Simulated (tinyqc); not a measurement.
Punch-through p+-n junction, ionisation integral and breakdown: one step of the calculation.

A p+ layer at x < 0 and an n drift layer from x = 0 to L on an n+ substrate. Depletion approximation, built-in voltage neglected. Local ionisation coefficients alpha_n = an exp(-(bn/E)^mx), alpha_p = ap exp(-(bp/E)^mx). Electrons move towards +x, holes towards x = 0.

Problem. Field and ionisation coefficients on a grid. W = sqrt(2 eps0 eps_r V/(q N)), peak field E0 = q N W/(eps0 eps_r), falling linearly to 0 at W; if W > L the layer is punched through: W = L, E0 = V/L + q N L/(2 eps0 eps_r), falling linearly to E1 = V/L - q N L/(2 eps0 eps_r). Grid: 14 equal steps from 0 to fr W.

Inputs (values chosen for the exercise); material values close to those of silicon:
- eps_r = 11.9 (relative permittivity)
- an = 6.83e5 1/cm (prefactor of the electron ionisation coefficient)
- bn = 1.15e6 V/cm (field constant for electrons)
- ap = 1.69e6 1/cm (prefactor of the hole ionisation coefficient)
- bp = 1.95e6 V/cm (field constant for holes)
- mx = 1 (exponent)
- N = 6.8e16 cm^-3 (donor density of the drift layer)
- L = 0.27 um (thickness of the drift layer)
- V = 8.82 V (reverse voltage)
- fr = 1 (share of the depleted width that the grid covers)

Constants: q = 1.602176634e-19 C, eps0 = 8.8541878128e-14 F/cm where lengths are in cm. Results are converted to the units shown.

Give: W; x; E; alpha_n; alpha_p.

Solution.

W = 0.2700 um

```
point  x (um)  E (kV/cm)  alpha_n (1/cm)  alpha_p (1/cm)
0      0.0000      466.3         5.798e4         2.580e4
1      0.0193      446.3         5.193e4         2.140e4
2      0.0386      426.4         4.603e4         1.744e4
3      0.0579      406.4         4.033e4         1.394e4
4      0.0771      386.5         3.485e4         1.088e4
5      0.0964      366.5         2.964e4            8270
6      0.1157      346.6         2.475e4            6089
7      0.1350      326.7         2.021e4            4319
8      0.1543      306.7         1.607e4            2930
9      0.1736      286.8         1.239e4            1883
10     0.1929      266.8            9178            1133
11     0.2121      246.9            6480           627.9
12     0.2314      227.0            4304           313.7
13     0.2507      207.0            2642           137.1
14     0.2700      187.1            1461           50.23
```

Range of the model: Breakdown comes at under 28 V, so the built-in voltage left out is a few per cent of it or more. The depleted width at breakdown is under 0.5 um, where dead space and tunnelling make the local model unreliable.

Numbers from tinyqc (`OMP_NUM_THREADS=1 python tinyqc.py 2120109 2120110 out.jsonl`; about 0.06 s on one thread of a shared Intel Xeon 2.30GHz).
